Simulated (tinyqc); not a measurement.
Specific resistance of a metal-semiconductor contact and its transmission-line measurement: one step, computed by the program tinyqc.

The barrier is parabolic (depletion approximation), energies E are normal energies counted from the band edge in the neutral semiconductor (downwards for holes), and the bias is zero. xi is an input, held fixed when other inputs move.

Task: Tunnelling energy and barrier. E_00 = (e hbar/2) sqrt(N/(eps eps_0 m)); band bending E_b = phi_B + xi; depletion width w = sqrt(2 eps eps_0 E_b/(e^2 N)). Image lowering d_phi = (e^3 N E_b/(8 pi^2 (eps eps_0)^3))^(1/4) (E_b in volts), and E_b - d_phi replaces E_b everywhere except in w.

Inputs (values chosen for the exercise, modelled on n-type silicon): tunnelling mass m = 0.32 m_0; permittivity eps = 11.7; barrier height phi_B = 0.65 eV; doping N = 7.6e+19 1/cm^3; Fermi level above the band edge in the bulk, xi = 0.06 eV; temperature T = 77 K.

Image-force lowering: included.

Constants: hbar = 1.054571817e-34 J s; eps_0 = 8.8541878128e-12 F/m; m_0 = 9.1093837015e-31 kg; k_B = 8.617333262e-05 eV/K; e = 1.602176634e-19 C.

Give: E_00; E_00/k_B T; depletion width; barrier used, above the bulk band edge.

Result:

E_00 = 83.65 meV

E_00/k_B T = 12.61

depletion width = 3.476 nm

barrier used, above the bulk band edge = 0.4858 eV

By the usual rule this is field emission (E_00 > 5 k_B T).
